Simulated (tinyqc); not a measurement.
Carrier lifetime of a p-type layer with SRH, radiative, Auger and surface recombination: two steps of the calculation.

Uniform excess density dn = dp (no trapping), n = n0 + dn, p = p0 + dn, Boltzmann statistics, full ionisation. Surfaces enter as a rate 2 S dn/d, which holds while diffusion to them is fast.

Inputs (values chosen for the exercise); band and dielectric values close to those of silicon:
```
symbol,value,unit,meaning
T,400,K,temperature
Eg,1.13,eV,band gap
Nc,4.26e19,cm^-3,conduction-band density of states at T
Nv,4.05e19,cm^-3,valence-band density of states at T
B,4.77e-15,cm^3/s,radiative coefficient
N,2.2e15,cm^-3,acceptor density
Cn,3.7e-31,cm^6/s,Auger coefficient (two electrons)
Cp,1.5e-31,cm^6/s,Auger coefficient (two holes)
Nt,8.9e10,cm^-3,trap density
sn,8e-17,cm^2,capture cross-section for electrons
sp,6e-17,cm^2,capture cross-section for holes
vth,2e7,cm/s,thermal velocity (both carriers)
Et,0.25,eV,trap level below the conduction band
S,0,cm/s,surface recombination velocity (both faces)
d,30,um,sample thickness
G,3.7e17,cm^-3 s^-1,generation rate
```

Constants: q = 1.602176634e-19 C, kB = 1.380649e-23 J/K, Vt = kB T/q. Results are converted to the units shown.

Question 1. Equilibrium densities and SRH constants. ni = sqrt(Nc Nv) exp(-Eg/(2 Vt)), Eg in volts; majority density N/2 + sqrt(N^2/4 + ni^2), n0 p0 = ni^2; n1 = Nc exp(-Et/Vt), p1 = Nv exp((Et - Eg)/Vt); tn0 = 1/(sn vth Nt), tp0 = 1/(sp vth Nt).

Find: ni; n0; p0; n1; p1; tn0; tp0.

Answer 1.

ni = 3.160e12 cm^-3
n0 = 4.540e9 cm^-3
p0 = 2.200e15 cm^-3
n1 = 3.017e16 cm^-3
p1 = 3.311e8 cm^-3
tn0 = 0.007022 s
tp0 = 0.009363 s

Question 2. New dn. With e = n p - ni^2 = dn (n0 + p0 + dn): U_SRH = e/(tp0 (n + n1) + tn0 (p + p1)), U_rad = B e, U_Aug = (Cn n + Cp p) e, U_s = 2 S dn/d. Newton step on ln U(ln dn) = ln G, U the sum: k = d ln U/d ln dn (central difference over factors 1.0001), dn(new) = dn (G/U)^(1/k).

dn at the start = 1e15 cm^-3
n0 = 4.5401236e9 cm^-3
p0 = 2.2000045e15 cm^-3
n1 = 3.0168119e16 cm^-3
p1 = 3.3108768e8 cm^-3
tn0 = 0.0070224719 s
tp0 = 0.0093632959 s

Give: U_SRH; U_rad; U_Aug; U_s; k; dn after iteration 1.

Answer 2.

U_SRH = 1.0181e16 cm^-3 s^-1
U_rad = 1.5264e16 cm^-3 s^-1
U_Aug = 2.7200e15 cm^-3 s^-1
U_s = 0 cm^-3 s^-1
k = 1.3527
dn after iteration 1 = 6.7118e15 cm^-3

Computed by the program tinyqc: `OMP_NUM_THREADS=1 python tinyqc.py 2300117 2300118 out.jsonl`, one thread of a shared Intel Xeon 2.30GHz, about 0.01 s for the whole run.
